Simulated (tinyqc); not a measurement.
Stress in a transistor channel from embedded alloy regions, liners and fins, by half-space elasticity: one step, computed by the program tinyqc. Command: `OMP_NUM_THREADS=1 python tinyqc.py 3001333 3001334 out.jsonl stressor walk`. One thread of a shared host (Intel(R) Xeon(R) Processor @ 2.30GHz), about 0.01 s of CPU time with the checks.

Plane strain in an isotropic half-space, the same constants everywhere; x along the channel from its centre, y downwards from the free surface; stress is positive in tension.

Problem. Mobility change, linear estimate. d mu/mu = -(pi_L s_xx + pi_z s_yy) for the embedded regions alone; the stress across the width is left out.

Inputs (values chosen for the exercise, modelled on silicon): longitudinal piezoresistance coefficient = 69.5 1e-11/Pa; vertical piezoresistance coefficient = -1.3 1e-11/Pa.

Stressor: Si(1-x)Ge(x) source and drain.

s_xx = -1728.557 MPa

s_yy = -9.128776 MPa

Give: mobility change.

Solution.

mobility change = 120.1 %

The vertical stress supplies -0.012 of these points. Caution: at such misfit the regions may relax by dislocations, and linear elasticity is rough. Caution: beyond a few hundred MPa bulk piezoresistance coefficients no longer describe an inversion layer well.
